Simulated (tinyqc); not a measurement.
# Donor binding, ionisation and the Mott limit, step by step

Program tinyqc, `OMP_NUM_THREADS=1 python tinyqc.py 2330037 2330038 out.jsonl`; Intel Xeon 2.30GHz, shared host, one thread, about 0.01 s. Printed values are rounded.

Hydrogenic donor: Ry = (m0 q^3/(8 eps0^2 h^2)) me/eps_r^2 in eV, E0 = cc Ry, radius a = q/(8 pi eps0 eps_r E0), Mott density Nm = (0.26/a)^3. Below Nm the level sinks as Ed = E0 [1 - (N/Nm)^(1/3)]. Neutrality: Nc F12(eta) = N/(1 + 2 exp(eta + Ed/kB T)), F12(x) = (2/sqrt(pi)) int_0^infinity sqrt(u)/(1 + exp(u - x)) du.

Values chosen for this exercise; band and dielectric values close to those of germanium: temperature T = 300 K; relative permittivity eps_r = 16.3; mass in the hydrogenic formula, set independently of Nc me = 0.119 m0; conduction-band density of states at 300 K Nc = 1.03e19 cm^-3; ratio of the true binding energy to the hydrogenic one cc = 1; donor density N = 5.5e15 cm^-3.

Constants: q = 1.602176634e-19 C, kB = 1.380649e-23 J/K, eps0 = 8.8541878128e-12 F/m, h = 6.62607015e-34 J s, m0 = 9.1093837015e-31 kg, Vt = kB T/q. Results are converted to the units shown.

Range of the model: A sharp level with degeneracy 2 overstates freeze-out near Nm, where the impurity band broadens and merges with the conduction band.

## Binding energy, radius and Mott density

The mean spacing of the donors is N^(-1/3).

Ry = 6.09386 meV
E0 = 6.09386 meV
a = 7.24839 nm
Nm = 4.61524e16 cm^-3
spacing over a = 7.81575
Ed = 3.09505 meV

## Ionisation

Solve the neutrality equation for eta. Boltzmann form: with k = (Nc/2) exp(-Ed/kB T) the ionised share is [-k + sqrt(k^2 + 4 k N)]/(2 N).

eta = -7.53616
ionised share = 99.8799 %
n = 5.49339e15 cm^-3
ionised share, Boltzmann form = 99.8799 %

With the level held at E0 the share would be 99.9 %.
